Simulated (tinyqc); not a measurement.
# Ion implantation: universal nuclear stopping, Lindhard-Scharff electronic stopping and a Gaussian range profile, step by step

A worked calculation. Computed by tinyqc, a small Python program that keeps every step. Command: `OMP_NUM_THREADS=1 python tinyqc.py 3030576 3030577 out.jsonl implant walk`. One thread of a shared host (Intel(R) Xeon(R) Processor @ 2.30GHz), about 0.08 s of CPU time with the checks. Intermediate numbers are printed to about 5 digits and carried at full precision; extremes and crossings named in words are read from the listed rows.

An ion slows by elastic collisions with screened nuclei and by friction with electrons; channelling is ignored and the target is uniform.

Inputs (values chosen for the exercise, modelled on germanium ions in silicon):

| quantity | value | unit |
|---|---|---|
| ion atomic number Z1 | 32 | - |
| ion mass M1 | 74 | u |
| target atomic number Z2 | 14 | - |
| target mass M2 | 28.09 | u |
| target density N | 49.94 | 1/nm^3 |
| ion energy E | 8.3 | keV |
| scale factor of electronic stopping k | 1.1 | - |
| dose Q | 3e+13 | 1/cm^2 |
| background C_B | 4.8e+15 | 1/cm^3 |
| displacement energy E_d | 15 | eV |
| anneal budget D t | 1.8e-14 | cm^2 |

Follow-up: anneal.

## Stopping at the entry energy

Reduced energy eps = 32.53 M2 E/(Z1 Z2 (M1 + M2)(Z1^0.23 + Z2^0.23)), E in keV; s_n = ln(1 + 1.1383 eps)/(2 (eps + 0.01321 eps^0.21226 + 0.19593 eps^0.5)) for eps up to 30 and ln(eps)/(2 eps) above; S_n = 8.462 Z1 Z2 M1 s_n/((M1 + M2)(Z1^0.23 + Z2^0.23)) in 1e-15 eV cm^2. S_e = k 3.83 Z1^(7/6) Z2/(Z1^(2/3) + Z2^(2/3))^(3/2) sqrt(E/M1) in 1e-15 eV cm^2, E in keV. dE/dx = N (S_n + S_e); 1e-15 eV cm^2 = 0.1 eV nm^2.

reduced energy eps = 0.040904

s_n = 0.26085

S_n = 176.81 x 1e-15 eV cm^2

S_e = 17.784 x 1e-15 eV cm^2

energy loss dE/dx = 971.80 eV/nm

Nuclear stopping carries 91 % of the loss at entry.

## Range and straggle

Path length R = int_0^E dE'/(N (S_n + S_e)); energy lost to nuclei nu = int_0^E S_n/(S_n + S_e) dE' (both with E' = E y^3 and 64 Gauss-Legendre points in y). Estimates of Lindhard type: R_p = R/(1 + M2/(3 M1)), straggle dR_p = (2/3) R_p sqrt(M1 M2)/(M1 + M2).

path length R = 14.713 nm

projected range R_p = 13.061 nm

straggle dR_p = 3.8885 nm

energy lost to nuclei nu = 7.6358 keV

92 % of the energy goes to nuclei over the whole path.

## Gaussian profile

C(x) = C_p exp(-(x - R_p)^2/(2 dR_p^2)) with C_p = Q/(sqrt(2 pi) dR_p), 1 nm = 1e-7 cm; the profile falls to the background at x_j = R_p + dR_p sqrt(2 ln(C_p/C_B)); the peak atomic fraction is C_p/N.

peak concentration C_p = 3.0778e+19 1/cm^3

Depth x_j where C falls to C_B = 29.342 nm

peak atomic fraction = 6.1631e-04

## Damage

Kinchin-Pease count with efficiency 0.8: N_d = 0.8 nu/(2 E_d), taking all of nu as damage energy (an upper estimate, as recoils also lose energy to electrons). Spread over a depth R_p + dR_p, displacements per atom = Q N_d/(N (R_p + dR_p)).

displacements per ion N_d = 203.62

displacements per atom = 0.072168

One displacement per atom would need a dose of 4.2e14 per cm^2 if no defects annealed.

## Anneal

Far from the surface a Gaussian stays Gaussian: sigma^2 = dR_p^2 + 2 D t; peak Q/(sqrt(2 pi) sigma); x_j = R_p + sigma sqrt(2 ln(peak/C_B)).

width sigma = 4.3267 nm

peak after the anneal = 2.7661e+19 1/cm^3

x_j after the anneal = 31.067 nm

x_j moves by 1.72 nm.

## Nuclear against electronic stopping over energy

The formulas are those given above.

Stopping (1e-15 eV cm^2) and range:

| E (keV) | eps | S_n | S_e | R (nm) | nu/E |
|---|---|---|---|---|---|
| 1 | 4.9282e-03 | 82.57 | 6.17 | 4.99 | 0.93032 |
| 2 | 9.8564e-03 | 110.36 | 8.73 | 6.91 | 0.92944 |
| 5 | 2.4641e-02 | 152.65 | 13.80 | 11.07 | 0.92478 |
| 10 | 4.9282e-02 | 185.44 | 19.52 | 16.42 | 0.91772 |
| 20 | 9.8564e-02 | 214.32 | 27.61 | 25.30 | 0.90631 |
| 50 | 2.4641e-01 | 237.05 | 43.65 | 47.96 | 0.88096 |
| 100 | 4.9282e-01 | 235.18 | 61.73 | 82.40 | 0.84911 |
| 200 | 9.8564e-01 | 213.67 | 87.30 | 149.14 | 0.79919 |
| 500 | 2.4641e+00 | 162.46 | 138.03 | 349.26 | 0.69065 |

Nuclear stopping peaks near 50 keV among these rows (eps = 0.25; the universal curve peaks near 0.3). Nuclear stopping leads throughout. The path length grows as E^0.47 at the low end and E^0.93 at the high end; constant stopping would give E^1, and stopping that rises with E, be it nuclear (below its peak) or electronic, gives a lower exponent.

Checks made by the program: range against adaptive quadrature (relative difference 8e-06).
